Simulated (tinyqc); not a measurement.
Inside a calculation. Method: RHF in the 6-31g basis, for H4, spin multiplicity 1. One step of it, computed by the program tinyqc.

Problem. Orthogonalisation. S = U s U^T; symmetric (Loewdin) form X = U s^(-1/2) U^T, so that X^T S X = 1.

overlap S, lower triangle:
```
          1H 1s     1H 2s     2H 1s     2H 2s     3H 1s     3H 2s     4H 1s     4H 2s
1H 1s  1.000000
1H 2s  0.658292  1.000000
2H 1s  0.235729  0.400901  1.000000
2H 2s  0.400901  0.737626  0.658292  1.000000
3H 1s  0.002409  0.065695  0.000715  0.040134  1.000000
3H 2s  0.065695  0.242213  0.040134  0.178663  0.658292  1.000000
4H 1s  0.000715  0.040134  0.002409  0.065695  0.235729  0.400901  1.000000
4H 2s  0.040134  0.178663  0.065695  0.242213  0.400901  0.737626  0.658292  1.000000
```

Give: eigenvalues of S; X.

Solution.

eigenvalues of S: 0.1157  0.1875  0.3204  0.4462  0.8457  0.9044  2.2290  2.9512

X, lower triangle:
```
         1H 1s    1H 2s    2H 1s    2H 2s    3H 1s    3H 2s    4H 1s   4H 2s
1H 1s   1.2606
1H 2s  -0.5145   1.7152
2H 1s  -0.0357   0.0278   1.2606
2H 2s   0.0278  -0.6823  -0.5145   1.7152
3H 1s  -0.0097   0.0535  -0.0078   0.0077   1.2606
3H 2s   0.0535  -0.2462   0.0077   0.0849  -0.5145   1.7152
4H 1s  -0.0078   0.0077  -0.0097   0.0535  -0.0357   0.0278   1.2606
4H 2s   0.0077   0.0849   0.0535  -0.2462   0.0278  -0.6823  -0.5145  1.7152
```
